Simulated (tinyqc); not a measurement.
# Geometry relaxation of a small cluster, step by step

A worked calculation. Computed by tinyqc, a small Python program that keeps every step. Command: `OMP_NUM_THREADS=1 python tinyqc.py 3003747 3003748 out.jsonl relax walk`. One thread of a shared host (Intel(R) Xeon(R) Processor @ 2.30GHz), about 0.01 s of CPU time with the checks. Intermediate numbers are printed to about 6 digits and carried at full precision; extremes and crossings named in words are read from the listed rows.

E = sum_(i<j) phi(r_ij), phi(r) = eps [exp(-2 alpha (r - r0)) - 2 exp(-alpha (r - r0))]; the force on i is -sum_j phi'(r_ij) (R_i - R_j)/r_ij.

Inputs (values chosen for the exercise, for model atoms):
```
quantity                 value           unit
length r0                 2.49       angstrom
well depth eps            0.25             eV
stiffness alpha           1.75     1/angstrom
step factor eta           0.16  angstrom^2/eV
largest number of steps    500              -
```

Potential: Morse. Method: steepest descent.

starting positions (angstrom):
```
            x      y      z
atom 1  -0.15  -0.22  -0.15
atom 2   2.44   0.21   0.07
atom 3   2.41   2.41  -0.14
atom 4   0.04   2.22  -0.12
atom 5   1.16   1.15   1.64
atom 6   1.33   1.25  -1.84
```

## Energy and forces at the start

Evaluate E and the forces at the starting positions.

distances (angstrom): 1-2 2.63465, 1-3 3.67023, 1-4 2.44757, 1-5 2.60712, 1-6 2.68466, 2-3 2.21020, 2-4 3.13627, 2-5 2.23314, 2-6 2.44168, 3-4 2.37769, 3-5 2.51366, 3-6 2.32422, 4-5 2.34455, 4-6 2.35869, 5-6 3.48558

energy at the start = -2.97071 eV

forces (eV/angstrom):
```
               x         y         z
atom 1   0.37671   0.18959  -0.01035
atom 2   0.20093  -1.16349  -0.42013
atom 3   0.31674   1.02627   0.22412
atom 4  -0.39044   0.19765  -0.02374
atom 5  -0.33319   0.12964   0.55186
atom 6  -0.17075  -0.37966  -0.32177
```

## The first two steps

Steepest descent: R(new) = R + eta F. No atom moves more than 0.3 angstrom a step (the whole step is scaled). Stop when the largest force component is below 1e-5 eV/angstrom.

positions after step 1 (angstrom):
```
               x         y         z
atom 1  -0.08973  -0.18967  -0.15166
atom 2   2.47215   0.02384   0.00278
atom 3   2.46068   2.57420  -0.10414
atom 4  -0.02247   2.25162  -0.12380
atom 5   1.10669   1.17074   1.72830
atom 6   1.30268   1.18925  -1.89148
```

energy after step 1 = -3.15858 eV

positions after step 2 (angstrom):
```
               x         y         z
atom 1  -0.04230  -0.16835  -0.15019
atom 2   2.43609   0.05306  -0.00515
atom 3   2.42914   2.53021  -0.09217
atom 4  -0.01541   2.26230  -0.12998
atom 5   1.11975   1.16665   1.69329
atom 6   1.30273   1.17612  -1.85580
```

energy after step 2 = -3.20605 eV

## All steps

The formulas are those given above.

Course of the relaxation:
```
step    E (eV)  largest force (eV/angstrom)  force calls
0     -2.97071                  1.16349e+00            1
1     -3.15858                  2.96402e-01            2
2     -3.20605                  1.51470e-01            3
3     -3.21673                  8.51204e-02            4
4     -3.22258                  5.85010e-02            5
5     -3.22638                  4.82378e-02            6
6     -3.22890                  4.12381e-02            7
7     -3.23056                  3.43950e-02            8
8     -3.23164                  2.82541e-02            9
...        ...                          ...          ...
34    -3.23356                  5.64407e-05           35
35    -3.23356                  4.41541e-05           36
36    -3.23356                  3.45424e-05           37
37    -3.23356                  2.70233e-05           38
38    -3.23356                  2.11411e-05           39
39    -3.23356                  1.65395e-05           40
40    -3.23356                  1.29396e-05           41
41    -3.23356                  1.01234e-05           42
42    -3.23356                  7.92020e-06           43
```

final positions (angstrom):
```
               x         y         z
atom 1   0.03485  -0.11889  -0.13522
atom 2   2.49231  -0.00098  -0.02573
atom 3   2.37515   2.45889  -0.04478
atom 4  -0.08231   2.34098  -0.15427
atom 5   1.12702   1.17975   1.64964
atom 6   1.28298   1.16025  -1.82964
```

final energy = -3.23356 eV

steps = 42

largest force at the end = 7.92020e-06 eV/angstrom

Converged in 42 steps.

## Curvatures at the end

Hessian at the final positions by central differences of the forces; six eigenvalues vanish (translations and rotations). Steepest descent is stable for eta below 2/lambda_max and contracts the softest mode by 1 - eta lambda_min a step.

non-zero eigenvalues (eV/angstrom^2): 1.35916  1.35925  1.67201  1.67201  1.67205  3.56252  3.56267  3.56269  5.23463  5.23464  5.23468  6.70315

condition number = 4.93182

largest stable eta = 0.298367 angstrom^2/eV

contraction of the softest mode = 0.782534

All are positive, so the end point is a minimum.

## Four methods from the same start

Conjugate gradient (Polak-Ribiere): d = F + beta d(old), beta = max(0, F.(F - F(old))/|F(old)|^2), d = F at first; step length from one secant, s = eta (F.d)/(F.d - F(R + eta d).d), replaced by eta if that is not positive; R(new) = R + s d. BFGS: R(new) = R + B F with the inverse Hessian B = eta 1 at first; with s = R(new) - R, y = F - F(new), rho = 1/(y.s): B(new) = (1 - rho s y^T) B (1 - rho y s^T) + rho s s^T, skipped if y.s is not positive. FIRE with unit mass: if F.v > 0, v = (1 - a) v + a |v| F/|F|, and after more than 5 such steps in a row dt = min(1.1 dt, 5 dt0), a = 0.99 a; else v = 0, a = 0.1, and dt = dt/2 (not at the first step). Then v = v + dt F, R(new) = R + dt v. dt0 = sqrt(eta), a = 0.1 at first. In this comparison each method may take up to 1500 steps.

Cost:
```
method              steps  force calls  final E (eV)  calls to reach 1e-2
steepest descent       42           43      -3.23356                   14
conjugate gradient     12           25      -3.23356                   15
BFGS                   16           17      -3.23356                    8
FIRE                   89           90      -3.23356                   25
```

In force calls the order is BFGS (17), conjugate gradient (25), steepest descent (43), FIRE (90). All that converged end at the same energy. Near the minimum steepest descent multiplies the slowest mode by 0.783 in size a step, 9 steps a decade of force, at a condition number of 4.9. On this problem it beats FIRE in force calls.

Checks made by the program: forces against finite differences of E (relative difference 4e-10).
